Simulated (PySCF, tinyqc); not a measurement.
Inside a calculation. Method: RHF in the sto-3g basis, for H6, spin multiplicity 1. The lowest restricted solution is unstable here: a spin-polarised one lies 0.0050 hartree lower (PySCF). One step of it, computed by the program tinyqc.

Problem. Iteration 1: diagonalisation and new density. Diagonalise F' = X^T F X, C = X C', fill 3 alpha and 3 beta electrons from the bottom; D = 2 C_occ C_occ^T; the new density keeps 0.3 of the old one (damping). Each column has its largest component positive (the first on a tie).

Fock matrix F (hartree):
```
           1H 1s      2H 1s      3H 1s      4H 1s      5H 1s      6H 1s
1H 1s  -0.151692  -0.307145  -0.035254  -0.005400  -0.000286  -0.000049
2H 1s  -0.307145  -0.163795  -0.138043  -0.035292  -0.002005  -0.000286
3H 1s  -0.035254  -0.138043  -0.164471  -0.308712  -0.035230  -0.005399
4H 1s  -0.005400  -0.035292  -0.308712  -0.164434  -0.137839  -0.035251
5H 1s  -0.000286  -0.002005  -0.035230  -0.137839  -0.163963  -0.307547
6H 1s  -0.000049  -0.000286  -0.005399  -0.035251  -0.307547  -0.151899
```

X:
```
               1          2          3          4          5         6
1H 1s  -0.403433  -0.624862   0.514087  -0.380872  -0.408433  0.238532
2H 1s   0.542806   0.662046  -0.377890  -0.269279  -0.423135  0.312242
3H 1s  -0.729172  -0.142597  -0.564606   0.426307  -0.089781  0.409625
4H 1s   0.729272  -0.138286   0.565401   0.426742   0.087978  0.409629
5H 1s  -0.544337   0.662690   0.375269  -0.267988   0.423549  0.312651
6H 1s   0.405203  -0.626490  -0.511427  -0.379381   0.409260  0.239114
```

D at the start:
```
           1H 1s     2H 1s     3H 1s     4H 1s     5H 1s      6H 1s
1H 1s   0.964106  0.091811  0.010441  0.000703  0.000236  -0.000034
2H 1s   0.091811  0.949949  0.075146  0.009844  0.003054   0.000236
3H 1s   0.010441  0.075146  0.951037  0.092204  0.009833   0.000696
4H 1s   0.000703  0.009844  0.092204  0.951068  0.075111   0.010439
5H 1s   0.000236  0.003054  0.009833  0.075111  0.949917   0.091833
6H 1s  -0.000034  0.000236  0.000696  0.010439  0.091833   0.964052
```

overlap S:
```
          1H 1s     2H 1s     3H 1s     4H 1s     5H 1s     6H 1s
1H 1s  1.000000  0.393099  0.019782  0.001200  0.000005  0.000000
2H 1s  0.393099  1.000000  0.170835  0.019782  0.000236  0.000005
3H 1s  0.019782  0.170835  1.000000  0.393099  0.019741  0.001200
4H 1s  0.001200  0.019782  0.393099  1.000000  0.170572  0.019782
5H 1s  0.000005  0.000236  0.019741  0.170572  1.000000  0.393608
6H 1s  0.000000  0.000005  0.001200  0.019782  0.393608  1.000000
```

Give: F' = X^T F X; orbital energies; coefficients C; D after iteration 1.

Solution.

F' = X^T F X (hartree):
```
        1       2       3       4       5       6
1   0.406   0.000  -0.001   0.000   0.001   0.000
2   0.000   0.277   0.000   0.001   0.000  -0.001
3  -0.001   0.000   0.151   0.000  -0.002   0.000
4   0.000   0.001   0.000  -0.260   0.000  -0.001
5   0.001   0.000  -0.002   0.000  -0.339   0.000
6   0.000  -0.001   0.000  -0.001   0.000  -0.405
```

orbital energies (hartree): MO1 -0.405, MO2 -0.339, MO3 -0.260, MO4 0.151, MO5 0.277, MO6 0.406

coefficients C:
```
         MO1     MO2     MO3     MO4     MO5     MO6
1H 1s  0.235  -0.406  -0.381   0.513  -0.626  -0.407
2H 1s  0.311  -0.425  -0.273  -0.373   0.661   0.544
3H 1s  0.412  -0.091   0.424  -0.568  -0.142  -0.727
4H 1s  0.412   0.089   0.424   0.569  -0.138   0.727
5H 1s  0.312   0.426  -0.272   0.371   0.661  -0.545
6H 1s  0.235   0.407  -0.379  -0.511  -0.628   0.408
```

D after iteration 1:
```
        1H 1s   2H 1s   3H 1s   4H 1s   5H 1s   6H 1s
1H 1s   0.800   0.517  -0.036  -0.141   0.006   0.048
2H 1s   0.517   0.778   0.094  -0.033  -0.013   0.006
3H 1s  -0.036   0.094   0.786   0.506  -0.033  -0.141
4H 1s  -0.141  -0.033   0.506   0.786   0.094  -0.036
5H 1s   0.006  -0.013  -0.033   0.094   0.778   0.517
6H 1s   0.048   0.006  -0.141  -0.036   0.517   0.800
```
